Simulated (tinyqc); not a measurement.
Worked calculation: density of states of one tight-binding band on the simple cubic lattice. Values are carried at full precision from step to step, so a last printed digit may differ when a step is redone from the rounded ones.

E(k) = -2 t (c1 + c2 + c3) - 4 t2 (c1 c2 + c2 c3 + c3 c1) with ci = cos(2 pi ki); k in fractions of the reciprocal vectors, mesh k_i = j/N with j = 0 .. N-1. Densities are per cell and per spin, so the band holds one state.

Values chosen for the exercise: t = 1.55 eV (nearest hopping); t2 = 0 eV (second hopping); N = 5 (mesh points along each axis); bins = 6 (bins of the histogram); E_lo = -9.313 eV (lower end of the histogram); E_hi = 9.317 eV (upper end); E = 1.02 eV (energy at which the density is wanted); sigma = 0.775 eV (Gaussian width).

## Energies on the mesh

Evaluate the band at all 125 points and collect equal values.

Distinct energies:
```
E_k (eV),points
-9.3000,1
-7.1580,6
-5.0159,12
-3.6920,6
-2.8739,8
-1.5500,24
0.5920,24
1.9159,12
4.0580,24
7.5239,8
```

The 125 points give 10 distinct energies between -9.3000 and 7.5239 eV; a dense mesh gives a band from -9.300 to 9.300 eV.

## Histogram

Count the points in equal bins from E_lo to E_hi; g = count/(all points x bin width).

Histogram:
```
from (eV),to (eV),points,g (1/eV)
-9.3130,-6.2080,7,0.0180
-6.2080,-3.1030,18,0.0464
-3.1030,0.0020,32,0.0824
0.0020,3.1070,36,0.0928
3.1070,6.2120,24,0.0618
6.2120,9.3170,8,0.0206
```

Empty bins: 0 of 6; the fullest holds 36 points.

## Gaussian broadening at one energy

Gaussian broadening: g(E) = mean over the mesh of exp(-(E - E_k)^2/(2 sigma^2))/(sigma sqrt(2 pi)), n(E) = mean of erfc((E_k - E)/(sigma sqrt 2))/2.

Sum over the distinct energies with their counts.

n(E) = 0.6041
g(E) = 0.1106 1/eV

## One tetrahedron of the mesh

For corner energies e1 <= e2 <= e3 <= e4 and eij = ei - ej, the share of the tetrahedron below E is n = (E - e1)^3/(e21 e31 e41) for e1 < E < e2; n = [e21^2 + 3 e21 x + 3 x^2 - (e31 + e42) x^3/(e32 e42)]/(e31 e41) with x = E - e2 for e2 < E < e3; n = 1 - (e4 - E)^3/(e41 e42 e43) for e3 < E < e4; its density of states is g = dn/dE.

corner energies, sorted (eV): -5.0159  -2.8739  -1.5500  1.9159

Find its share below E and its density of states at E.

n = 0.9938
g = 0.0209 1/eV

E lies between corners 3 and 4.

## Sum over all linear tetrahedra

Each cube of the mesh, corners numbered 0 to 7 as the binary number (i j l), is cut into six tetrahedra around the diagonal 0-7: 0137, 0157, 0237, 0267, 0457, 0467. For corner energies e1 <= e2 <= e3 <= e4 and eij = ei - ej, the share of the tetrahedron below E is n = (E - e1)^3/(e21 e31 e41) for e1 < E < e2; n = [e21^2 + 3 e21 x + 3 x^2 - (e31 + e42) x^3/(e32 e42)]/(e31 e41) with x = E - e2 for e2 < E < e3; n = 1 - (e4 - E)^3/(e41 e42 e43) for e3 < E < e4; its density of states is g = dn/dE.

Average n and g over all pieces of the mesh. The reference uses the same method with N = 36.

n(E) = 0.6089
g(E) = 0.1015 1/eV
reference n(E) = 0.594
reference g(E) = 0.092 1/eV

On this mesh the linear method errs by +0.009 1/eV in g and +0.015 in n; the Gaussian sum erred by +0.018 and +0.010.

## Checks

- States below the top of the band by the linear method against one: both 1.000000.

tinyqc: `OMP_NUM_THREADS=1 python tinyqc.py 1680099 1680100 out.jsonl`; about 0.2 s, one thread, shared Intel(R) Xeon(R) Processor @ 2.30GHz.
